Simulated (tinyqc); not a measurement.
n-type polysilicon, carrier trapping at grain boundaries: one step of the calculation.

One-dimensional grains of size Lg, uniform ionised doping N, monovalent traps Qt at each boundary at a depth Et below (for electrons) or above (for holes) the band edge there, abrupt depletion of width W on each side of a boundary, Boltzmann statistics. xi is the distance from the band edge at the grain centre to the Fermi level. Trapped charge Qt/(1 + exp((xi + VB - Et)/Vt)) = 2 N W, barrier VB = q N W^2/(2 eps0 eps_r).

Question. New W. Partly depleted grain, xi = Vt ln(NB/N): f = 1/(1 + exp((xi + VB - Et)/Vt)), g = Qt f - 2 N W, g' = -2 Qt f (1 - f) VB/(W Vt) - 2 N, W(new) = W - g/g'.

Inputs (values chosen for the exercise); values of the order met in polycrystalline silicon:
```
symbol,value,unit,meaning
T,300,K,temperature
eps_r,11.7,,relative permittivity
NB,2.8e19,cm^-3,conduction-band density of states at T
Qt,1.3e12,cm^-2,trap density of a grain boundary
Et,0.31,eV,depth of the trap level from the majority band edge at the boundary
N,1.6e18,cm^-3,doping
```

Constants: q = 1.602176634e-19 C, kB = 1.380649e-23 J/K, Vt = kB T/q, eps0 = 8.8541878128e-14 F/cm where lengths are in cm. Results are converted to the units shown.

W at the start = 3.2 nm

Give: VB; f; g; g'; W after iteration 1.

Answer.

VB = 0.012670 V
f = 0.99982
g = 2.7577e11 cm^-2
g' = -3.2007e11 cm^-2/nm
W after iteration 1 = 4.0616 nm

Program tinyqc, `OMP_NUM_THREADS=1 python tinyqc.py 2830251 2830252 out.jsonl`; Intel Xeon 2.30GHz, shared host, one thread, about 0.01 s.
